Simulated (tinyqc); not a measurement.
Inside a calculation (part 2 of 2). Method: UHF in the 6-31g basis, for H3, spin multiplicity 2. Computed by tinyqc, a small Python program that keeps every step (integrals from PySCF). Command: `OMP_NUM_THREADS=1 python tinyqc.py 26405 26406 out.jsonl` (the two numbers bound the seeds that draw the settings). One thread of a shared host (Intel(R) Xeon(R) Processor @ 2.60GHz), about 0.1 s of CPU time with the checks.

Geometry (angstrom):
```
atom,x,y,z
H,0.0000,0.0000,0.0000
H,0.0000,0.0000,1.0750
H,0.0000,0.0000,-1.0750
```

## Iteration 3: diagonalisation and new density

F(alpha) (hartree):
```
,1H 1s,1H 2s,2H 1s,2H 2s,3H 1s,3H 2s
1H 1s,-0.0068,-0.4170,-0.3318,-0.3097,-0.2923,-0.3409
1H 2s,-0.4170,-0.3279,-0.3535,-0.2739,-0.2992,-0.2765
2H 1s,-0.3318,-0.3535,-0.1757,-0.4293,-0.0252,-0.1063
2H 2s,-0.3097,-0.2739,-0.4293,-0.2400,-0.0938,-0.1465
3H 1s,-0.2923,-0.2992,-0.0252,-0.0938,0.0782,-0.3718
3H 2s,-0.3409,-0.2765,-0.1063,-0.1465,-0.3718,-0.2678
```

F(beta) (hartree):
```
,1H 1s,1H 2s,2H 1s,2H 2s,3H 1s,3H 2s
1H 1s,0.0906,-0.3544,-0.1704,-0.2300,-0.2858,-0.3234
1H 2s,-0.3544,-0.2624,-0.1601,-0.1690,-0.2899,-0.2600
2H 1s,-0.1704,-0.1601,0.4620,-0.1175,-0.0370,-0.0793
2H 2s,-0.2300,-0.1690,-0.1175,-0.0469,-0.1222,-0.1532
3H 1s,-0.2858,-0.2899,-0.0370,-0.1222,0.1736,-0.3013
3H 2s,-0.3234,-0.2600,-0.0793,-0.1532,-0.3013,-0.2071
```

X:
```
,1H 1s,1H 2s,2H 1s,2H 2s,3H 1s,3H 2s
1H 1s,1.2765,-0.6088,-0.0237,0.0759,-0.0237,0.0759
1H 2s,-0.6088,2.5100,-0.0019,-0.9413,-0.0019,-0.9413
2H 1s,-0.0237,-0.0019,1.2560,-0.4929,-0.0010,0.0443
2H 2s,0.0759,-0.9413,-0.4929,1.7517,0.0443,0.2543
3H 1s,-0.0237,-0.0019,-0.0010,0.0443,1.2560,-0.4929
3H 2s,0.0759,-0.9413,0.0443,0.2543,-0.4929,1.7517
```

D(alpha) after iteration 2:
```
,1H 1s,1H 2s,2H 1s,2H 2s,3H 1s,3H 2s
1H 1s,0.5390,-0.9715,0.1278,0.2409,-0.1961,0.9040
1H 2s,-0.9715,2.5190,0.4180,-0.9090,0.5930,-2.0518
2H 1s,0.1278,0.4180,0.9803,-0.6673,0.1215,-0.2660
2H 2s,0.2409,-0.9090,-0.6673,0.8830,-0.3111,0.5953
3H 1s,-0.1961,0.5930,0.1215,-0.3111,0.1983,-0.3692
3H 2s,0.9040,-2.0518,-0.2660,0.5953,-0.3692,1.9193
```

D(beta) after iteration 2:
```
,1H 1s,1H 2s,2H 1s,2H 2s,3H 1s,3H 2s
1H 1s,0.4193,-0.8990,-0.1891,0.4325,-0.2037,0.8117
1H 2s,-0.8990,2.4281,0.4932,-1.0802,0.6422,-1.8392
2H 1s,-0.1891,0.4932,0.1007,-0.2218,0.1278,-0.3834
2H 2s,0.4325,-1.0802,-0.2218,0.4929,-0.2731,0.8672
3H 1s,-0.2037,0.6422,0.1278,-0.2731,0.1835,-0.4346
3H 2s,0.8117,-1.8392,-0.3834,0.8672,-0.4346,1.5914
```

overlap S:
```
,1H 1s,1H 2s,2H 1s,2H 2s,3H 1s,3H 2s
1H 1s,1.0000,0.6583,0.2081,0.3827,0.2081,0.3827
1H 2s,0.6583,1.0000,0.3827,0.7169,0.3827,0.7169
2H 1s,0.2081,0.3827,1.0000,0.6583,0.0034,0.0756
2H 2s,0.3827,0.7169,0.6583,1.0000,0.0756,0.2642
3H 1s,0.2081,0.3827,0.0034,0.0756,1.0000,0.6583
3H 2s,0.3827,0.7169,0.0756,0.2642,0.6583,1.0000
```

Diagonalise F' = X^T F X, C = X C', fill 2 alpha and 1 beta electrons from the bottom; D(s) = C_occ C_occ^T; the new density keeps 0.7 of the old one (damping). Each column has its largest component positive (the first on a tie).

F' = X^T F X (alpha) (hartree):
```
,1,2,3,4,5,6
1,0.4581,-0.5271,-0.2024,-0.0390,-0.1593,-0.1099
2,-0.5271,0.3525,-0.1549,-0.1614,-0.1176,-0.1287
3,-0.2024,-0.1549,0.2044,-0.4770,0.0271,0.0490
4,-0.0390,-0.1614,-0.4770,0.2479,0.0494,-0.0257
5,-0.1593,-0.1176,0.0271,0.0494,0.5252,-0.5246
6,-0.1099,-0.1287,0.0490,-0.0257,-0.5246,0.1722
```

orbital energies (alpha) (hartree): MO1 -0.5362, MO2 -0.2713, MO3 0.2092, MO4 0.6739, MO5 0.9113, MO6 0.9735

coefficients C (alpha):
```
,MO1,MO2,MO3,MO4,MO5,MO6
1H 1s,0.3110,0.0784,0.2668,0.3299,0.2680,-1.2876
1H 2s,0.2945,-0.0974,1.8158,-0.2797,-0.2891,2.2108
2H 1s,0.3754,-0.3577,-0.1293,1.1408,-0.3538,0.3329
2H 2s,0.1286,-0.3801,-1.2064,-1.1006,0.5841,-1.0492
3H 1s,0.1663,0.2634,-0.0671,0.2333,1.2182,0.4277
3H 2s,0.1448,0.6686,-1.2439,0.0026,-1.0720,-1.0513
```

F' = X^T F X (beta) (hartree):
```
,1,2,3,4,5,6
1,0.5475,-0.5262,-0.1019,-0.0396,-0.1617,-0.1062
2,-0.5262,0.3611,-0.0907,-0.1437,-0.1321,-0.1519
3,-0.1019,-0.0907,0.8663,-0.4364,0.0185,0.0536
4,-0.0396,-0.1437,-0.4364,0.3309,0.0254,-0.0544
5,-0.1617,-0.1321,0.0185,0.0254,0.6004,-0.4777
6,-0.1062,-0.1519,0.0536,-0.0544,-0.4777,0.2323
```

orbital energies (beta) (hartree): MO1 -0.3939, MO2 0.0170, MO3 0.2701, MO4 0.9039, MO5 1.0059, MO6 1.1356

coefficients C (beta):
```
,MO1,MO2,MO3,MO4,MO5,MO6
1H 1s,0.2924,-0.0520,0.2177,0.5833,-1.1549,0.4505
1H 2s,0.3937,-0.3711,1.8303,-0.7170,1.8851,-0.8557
2H 1s,0.0583,-0.1714,-0.0346,0.3011,-0.2504,-1.2789
2H 2s,0.0174,-0.5476,-1.4026,0.1182,-0.3655,1.3619
3H 1s,0.2299,0.1780,-0.0369,1.0902,0.7278,0.1374
3H 2s,0.2948,0.7264,-1.2303,-0.7266,-1.2701,0.0205
```

D(alpha) after iteration 3:
```
,1H 1s,1H 2s,2H 1s,2H 2s,3H 1s,3H 2s
1H 1s,0.4082,-0.6548,0.1161,0.1717,-0.1155,0.6621
1H 2s,-0.6548,1.7922,0.3362,-0.6139,0.4221,-1.4430
2H 1s,0.1161,0.3362,0.7669,-0.4118,0.0755,-0.2416
2H 2s,0.1717,-0.6139,-0.4118,0.6664,-0.2414,0.3461
3H 1s,-0.1155,0.4221,0.0755,-0.2414,0.1680,-0.1984
3H 2s,0.6621,-1.4430,-0.2416,0.3461,-0.1984,1.4839
```

D(beta) after iteration 3:
```
,1H 1s,1H 2s,2H 1s,2H 2s,3H 1s,3H 2s
1H 1s,0.3192,-0.5948,-0.1272,0.3043,-0.1224,0.5941
1H 2s,-0.5948,1.7462,0.3521,-0.7541,0.4767,-1.2526
2H 1s,-0.1272,0.3521,0.0715,-0.1550,0.0935,-0.2632
2H 2s,0.3043,-0.7541,-0.1550,0.3451,-0.1899,0.6086
3H 1s,-0.1224,0.4767,0.0935,-0.1899,0.1443,-0.2839
3H 2s,0.5941,-1.2526,-0.2632,0.6086,-0.2839,1.1401
```

## Iteration 4: building the Fock matrix

core Hamiltonian H = T + V (hartree):
```
,1H 1s,1H 2s,2H 1s,2H 2s,3H 1s,3H 2s
1H 1s,-1.2413,-1.1249,-0.4623,-0.6982,-0.4623,-0.6982
1H 2s,-1.1249,-1.2823,-0.6433,-0.9233,-0.6433,-0.9233
2H 1s,-0.4623,-0.6433,-0.9956,-0.9657,-0.0162,-0.1609
2H 2s,-0.6982,-0.9233,-0.9657,-1.0865,-0.1609,-0.3955
3H 1s,-0.4623,-0.6433,-0.0162,-0.1609,-0.9956,-0.9657
3H 2s,-0.6982,-0.9233,-0.1609,-0.3955,-0.9657,-1.0865
```

nuclear repulsion = 1.230645 hartree

Given earlier and not repeated: Two-electron integrals (ij|kl) in chemists' order.

J_ij = sum D_kl (ij|kl) with D = D(alpha) + D(beta), K_ij = sum D_kl (ik|jl) for each spin; F = H + J - K(s); E = tr D H + tr D J / 2 - 0.5 sum_s tr D(s) K(s) + E_nn.

Coulomb J (hartree):
```
,1H 1s,1H 2s,2H 1s,2H 2s,3H 1s,3H 2s
1H 1s,1.6656,1.0066,0.3309,0.5830,0.3231,0.5806
1H 2s,1.0066,1.2620,0.5487,0.8790,0.5345,0.8827
2H 1s,0.3309,0.5487,1.5253,0.9041,0.0055,0.1112
2H 2s,0.5830,0.8790,0.9041,1.1185,0.1088,0.3334
3H 1s,0.3231,0.5345,0.0055,0.1088,1.4390,0.8843
3H 2s,0.5806,0.8827,0.1112,0.3334,0.8843,1.1413
```

exchange K(alpha) (hartree):
```
,1H 1s,1H 2s,2H 1s,2H 2s,3H 1s,3H 2s
1H 1s,0.4190,0.3214,0.2161,0.2191,0.1701,0.2372
1H 2s,0.3214,0.3394,0.2867,0.2630,0.2119,0.2592
2H 1s,0.2161,0.2867,0.7209,0.4170,0.0080,0.0608
2H 2s,0.2191,0.2630,0.4170,0.3223,0.0463,0.0964
3H 1s,0.1701,0.2119,0.0080,0.0463,0.3760,0.3190
3H 2s,0.2372,0.2592,0.0608,0.0964,0.3190,0.3445
```

exchange K(beta) (hartree):
```
,1H 1s,1H 2s,2H 1s,2H 2s,3H 1s,3H 2s
1H 1s,0.3463,0.2701,0.0630,0.1409,0.1693,0.2294
1H 2s,0.2701,0.2747,0.0850,0.1490,0.2003,0.2439
2H 1s,0.0630,0.0850,0.0867,0.0713,0.0357,0.0465
2H 2s,0.1409,0.1490,0.0713,0.0962,0.0854,0.1120
3H 1s,0.1693,0.2003,0.0357,0.0854,0.2486,0.2270
3H 2s,0.2294,0.2439,0.0465,0.1120,0.2270,0.2692
```

F(alpha) (hartree):
```
,1H 1s,1H 2s,2H 1s,2H 2s,3H 1s,3H 2s
1H 1s,0.0053,-0.4397,-0.3476,-0.3343,-0.3093,-0.3549
1H 2s,-0.4397,-0.3597,-0.3813,-0.3073,-0.3207,-0.2998
2H 1s,-0.3476,-0.3813,-0.1913,-0.4787,-0.0188,-0.1105
2H 2s,-0.3343,-0.3073,-0.4787,-0.2903,-0.0984,-0.1584
3H 1s,-0.3093,-0.3207,-0.0188,-0.0984,0.0675,-0.4004
3H 2s,-0.3549,-0.2998,-0.1105,-0.1584,-0.4004,-0.2897
```

F(beta) (hartree):
```
,1H 1s,1H 2s,2H 1s,2H 2s,3H 1s,3H 2s
1H 1s,0.0780,-0.3884,-0.1945,-0.2561,-0.3085,-0.3470
1H 2s,-0.3884,-0.2950,-0.1796,-0.1932,-0.3090,-0.2845
2H 1s,-0.1945,-0.1796,0.4430,-0.1329,-0.0464,-0.0962
2H 2s,-0.2561,-0.1932,-0.1329,-0.0642,-0.1376,-0.1741
3H 1s,-0.3085,-0.3090,-0.0464,-0.1376,0.1949,-0.3085
3H 2s,-0.3470,-0.2845,-0.0962,-0.1741,-0.3085,-0.2144
```

total energy of this density = -0.290619 hartree

This density is a damped mixture and is not idempotent.

## Iteration 4: diagonalisation and new density

As before.

F' = X^T F X (alpha) (hartree):
```
,1,2,3,4,5,6
1,0.4994,-0.5569,-0.2051,-0.0487,-0.1717,-0.1039
2,-0.5569,0.3650,-0.1621,-0.1702,-0.1240,-0.1478
3,-0.2051,-0.1621,0.2293,-0.5271,0.0377,0.0524
4,-0.0487,-0.1702,-0.5271,0.2291,0.0505,-0.0252
5,-0.1717,-0.1240,0.0377,0.0505,0.5390,-0.5550
6,-0.1039,-0.1478,0.0524,-0.0252,-0.5550,0.1839
```

orbital energies (alpha) (hartree): MO1 -0.5747, MO2 -0.3070, MO3 0.2153, MO4 0.7290, MO5 0.9453, MO6 1.0379

coefficients C (alpha):
```
,MO1,MO2,MO3,MO4,MO5,MO6
1H 1s,0.2938,0.0833,0.2650,0.3308,0.3868,-1.2610
1H 2s,0.2801,-0.0234,1.8304,-0.2754,-0.4878,2.1678
2H 1s,0.3699,-0.3352,-0.1076,1.1474,-0.3994,0.2935
2H 2s,0.1798,-0.4204,-1.2066,-1.0875,0.6879,-0.9742
3H 1s,0.1604,0.2763,-0.0742,0.2512,1.1675,0.5377
3H 2s,0.1325,0.6320,-1.2546,-0.0123,-0.9737,-1.1535
```

F' = X^T F X (beta) (hartree):
```
,1,2,3,4,5,6
1,0.5640,-0.5581,-0.1184,-0.0460,-0.1787,-0.1073
2,-0.5581,0.3694,-0.0910,-0.1512,-0.1377,-0.1721
3,-0.1184,-0.0910,0.8512,-0.4400,0.0186,0.0439
4,-0.0460,-0.1512,-0.4400,0.3277,0.0212,-0.0589
5,-0.1787,-0.1377,0.0186,0.0212,0.6412,-0.4950
6,-0.1073,-0.1721,0.0439,-0.0589,-0.4950,0.2556
```

orbital energies (beta) (hartree): MO1 -0.4289, MO2 0.0255, MO3 0.2803, MO4 0.9353, MO5 1.0561, MO6 1.1406

coefficients C (beta):
```
,MO1,MO2,MO3,MO4,MO5,MO6
1H 1s,0.2966,-0.0460,0.2177,0.7010,-0.9226,0.7298
1H 2s,0.4185,-0.2615,1.8395,-0.9077,1.5151,-1.3023
2H 1s,0.0699,-0.1775,-0.0297,0.4004,-0.4988,-1.1732
2H 2s,0.0226,-0.6051,-1.3774,0.0820,-0.0096,1.4139
3H 1s,0.2213,0.1821,-0.0464,0.9790,0.8832,-0.0157
3H 2s,0.2624,0.6804,-1.2610,-0.5509,-1.3219,0.3116
```

D(alpha) after iteration 4:
```
,1H 1s,1H 2s,2H 1s,2H 2s,3H 1s,3H 2s
1H 1s,0.3137,-0.4343,0.1055,0.1256,-0.0598,0.4909
1H 2s,-0.4343,1.2782,0.2688,-0.4116,0.3070,-1.0034
2H 1s,0.1055,0.2688,0.6116,-0.2261,0.0429,-0.2180
2H 2s,0.1256,-0.4116,-0.2261,0.5292,-0.1952,0.1697
3H 1s,-0.0598,0.3070,0.0429,-0.1952,0.1482,-0.0801
3H 2s,0.4909,-1.0034,-0.2180,0.1697,-0.0801,1.1638
```

D(beta) after iteration 4:
```
,1H 1s,1H 2s,2H 1s,2H 2s,3H 1s,3H 2s
1H 1s,0.2498,-0.3791,-0.0828,0.2150,-0.0660,0.4392
1H 2s,-0.3791,1.2748,0.2552,-0.5250,0.3615,-0.8439
2H 1s,-0.0828,0.2552,0.0515,-0.1080,0.0701,-0.1788
2H 2s,0.2150,-0.5250,-0.1080,0.2418,-0.1315,0.4278
3H 1s,-0.0660,0.3615,0.0701,-0.1315,0.1157,-0.1813
3H 2s,0.4392,-0.8439,-0.1788,0.4278,-0.1813,0.8187
```

## Convergence

Stop when the energy changes by less than 1e-09 hartree and every element of the error matrix X^T (F D S - S D F) X (for each spin) is below 9e-06.

Course of the cycle:
```
iteration,E (hartree),change,largest element of the error matrix
1,1.518088,-,2.78e-01
2,0.786488,-7.32e-01,2.39e-01
3,0.181690,-6.05e-01,1.98e-01
4,-0.290619,-4.72e-01,1.61e-01
5,-0.647110,-3.56e-01,1.30e-01
6,-0.910456,-2.63e-01,1.04e-01
7,-1.102287,-1.92e-01,8.39e-02
8,-1.240735,-1.38e-01,6.78e-02
9,-1.340045,-9.93e-02,5.49e-02
10,-1.411000,-7.10e-02,4.46e-02
11,-1.461574,-5.06e-02,3.64e-02
12,-1.497578,-3.60e-02,2.99e-02
13,-1.523201,-2.56e-02,2.46e-02
14,-1.541443,-1.82e-02,2.03e-02
...,...,...,...
66,-1.588083,-1.02e-07,7.80e-05
67,-1.588083,-8.53e-08,7.10e-05
68,-1.588084,-7.11e-08,6.47e-05
69,-1.588084,-5.93e-08,5.89e-05
70,-1.588084,-4.94e-08,5.37e-05
71,-1.588084,-4.12e-08,4.89e-05
72,-1.588084,-3.44e-08,4.46e-05
73,-1.588084,-2.87e-08,4.06e-05
74,-1.588084,-2.39e-08,3.70e-05
75,-1.588084,-1.99e-08,3.37e-05
76,-1.588084,-1.66e-08,3.07e-05
77,-1.588084,-1.39e-08,2.80e-05
78,-1.588084,-1.16e-08,2.56e-05
79,-1.588084,-9.66e-09,2.33e-05
```

PySCF UHF in the same basis, after a stability check = -1.588084 hartree

Not converged within the cap of 79 iterations: the residual falls steadily but slowly, by a factor of about 0.91 a step. Reruns (cap 100 unless said): DIIS 8: converged in 12; damping 0.5: converged in 56; level shift 0.5: converged in 52; atomic densities as start, DIIS 8: converged in 8; the original settings with a cap of 400: converged in 92.
